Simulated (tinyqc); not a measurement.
Dopant redistribution at a moving silicon-oxide interface during parabolic oxidation: one step, computed by the program tinyqc.

Uniformly doped silicon is oxidised with x_ox = sqrt(B t); the interface advances into the silicon by alpha x_ox, alpha = 0.44. The dopant does not move in the oxide, and at the interface C(silicon) = m C(oxide).

Task: Dose moved. Consumed silicon held alpha x_ox C_B; the oxide holds x_ox times the dopant concentration in the oxide; the difference is the excess in the silicon; 1 um = 1e-4 cm.

Inputs (values chosen for the exercise, modelled on boron in silicon under dry oxygen): oxidation activation energy E_B = 1.22 eV; bulk doping C_B = 9.6e+17 1/cm^3; temperature T = 1150 C.

oxide thickness = 0.2175658 um

concentration in the oxide = 1.612940e+18 1/cm^3

Give: dopant in the consumed silicon; dopant in the oxide; excess in the silicon.

Result:

dopant in the consumed silicon = 9.190e+12 1/cm^2

dopant in the oxide = 3.509e+13 1/cm^2

excess in the silicon = -2.590e+13 1/cm^2

Caution: in this case the oxide is not much thicker than a typical Deal-Grove length A, so real growth is slower than parabolic. Caution: parabolic growth needs an oxide much thicker than the Deal-Grove length A, which fails for thin films and low temperatures; oxidation-enhanced or retarded diffusion is ignored.
